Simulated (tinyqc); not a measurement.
Activation against anneal temperature: dopants and charged point defects at anneal temperature: Fermi-level effect, clustering and pairing. Computed by tinyqc, a small Python program. Command: `OMP_NUM_THREADS=1 python tinyqc.py 3007960 3007961 out.jsonl pairing walk`. One thread of a shared host (Intel(R) Xeon(R) Processor @ 2.30GHz), about 0.02 s of CPU time with the checks.

Boltzmann statistics and full ionisation of active dopants. Energies are counted from the valence band; the defect (a vacancy or self-interstitial) has five charge states, with all degeneracy factors one.

Inputs (values chosen for the exercise, with bands modelled on InP):
```
quantity,value,unit
gap at 0 K E_g0,1.41,eV
Varshni alpha,0.000375,eV/K
Varshni beta,158,K
electron mass m_e,0.0779,m_0
valleys M_c,1,-
hole mass m_h,0.621,m_0
anneal temperature T,950,K
total dopant density N,7.2e+18,cm^-3
site density N_s,3.5e+22,cm^-3
dopant atoms per cluster k,4,-
cluster binding energy E_b,2.49,eV
```

Dopant: donor. Second part: clustering of the dopant.

Constants: m_0 = 9.1093837015e-31 kg; k_B = 1.380649e-23 J/K; h = 6.62607015e-34 J s; k_B = 8.617333262e-05 eV/K.

Method:
- E_g = E_g0 - alpha T^2/(T + beta).
- N_c = 2 M_c (2 pi m_e k_B T/h^2)^(3/2) and N_v = 2 (2 pi m_h k_B T/h^2)^(3/2), masses in units of m_0.
- n_i = sqrt(N_c N_v) exp(-E_g/2 k_B T); E_i = E_g/2 + (k_B T/2) ln(N_v/N_c).
- n = A/2 + sqrt(A^2/4 + n_i^2) for an active density A.
- k ionised dopants and k carriers form one neutral cluster: C = N_s (A/N_s)^k (n/N_b)^k exp(E_b/k_B T), N_b the effective density of states of the majority band, and N = A + k C (60 bisections in ln A between ln N - 90 and ln N).

Equilibrium activation:
```
T (K),n_i (cm^-3),active A (cm^-3),clusters C (cm^-3),active share
570,2.1759e+13,1.1497e+17,1.7713e+18,0.01597
660,2.0217e+14,3.0349e+17,1.7241e+18,0.04215
760,1.3361e+15,6.8818e+17,1.6280e+18,0.09558
860,5.8339e+15,1.2961e+18,1.4760e+18,0.18001
950,1.7144e+16,2.0441e+18,1.2890e+18,0.28390
1040,4.2350e+16,2.9658e+18,1.0585e+18,0.41192
1140,9.9071e+16,4.1371e+18,7.6573e+17,0.57460
```

What follows from these numbers?

The active share goes from 0.0160 at 570 K to 0.575 at 1140 K, so a layer activated by a hot, short anneal is metastable and deactivates in later, cooler steps if the dopant can move. Over the first three rows, where most dopant is clustered, a fit of ln A rises with slope 0.352 eV against -1/k_B T, near E_b/(2k) = 0.311 eV plus 0.75 k_B T.
